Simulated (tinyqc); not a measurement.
Plane-wave Kohn-Sham cycle with exchange-only LDA in a layered model solid, step by step. Computed by tinyqc, a small Python program that keeps every step. Settings: points = 16, plane-wave index or count = 2, electrons = 2, k points = 4, area = 13.0, mixing = 1.0, iteration cap = 56. Command: `OMP_NUM_THREADS=1 python tinyqc.py 28296 28297 out.jsonl` (the two numbers bound the seeds that draw the settings). One thread of a shared host (Intel(R) Xeon(R) Processor @ 2.60GHz), about 0.03 s of CPU time with the checks.

A solid whose potential varies along x alone (atomic units):
```
parameter                      value
period a                   11.600000
cross-section of the cell  13.000000
electrons per cell                 2
grid points                       16
plane waves -n..n, n               2
k points                           4
V1 in V1 cos(2 pi x/a)     -0.160000
```

Stop when sqrt(dV sum R^2) is below 1e-8, dV = a A/N.

Course of the cycle:
```
iteration  E (hartree)  norm of the residual
1           -0.4734396              1.58e-01
2           -1.2883421              3.31e-01
3           -2.0684885              3.71e-01
4           -1.6935663              3.75e-01
5           -2.1201925              3.76e-01
6           -1.6971550              3.76e-01
7           -2.1209783              3.76e-01
8           -1.6972265              3.76e-01
9           -2.1209941              3.76e-01
10          -1.6972279              3.76e-01
11          -2.1209944              3.76e-01
...                ...                   ...
46          -1.6972280              3.76e-01
47          -2.1209944              3.76e-01
48          -1.6972280              3.76e-01
49          -2.1209944              3.76e-01
50          -1.6972280              3.76e-01
51          -2.1209944              3.76e-01
52          -1.6972280              3.76e-01
53          -2.1209944              3.76e-01
54          -1.6972280              3.76e-01
55          -2.1209944              3.76e-01
56          -1.6972280              3.76e-01
```

Can the last value be used, and what does the course show?

Not by the stop rule. Not converged within 56 iterations: the residual has stopped falling: the iteration swings between two states. Reruns (cap 100 unless said): mixing 0.1: not converged; mixing 0.5, Kerker q0 1.0: converged in 40 (E = -0.35065); mixing 0.3, Pulay depth 5: converged in 18 (E = -0.35065); the original settings with a cap of 400: not converged.
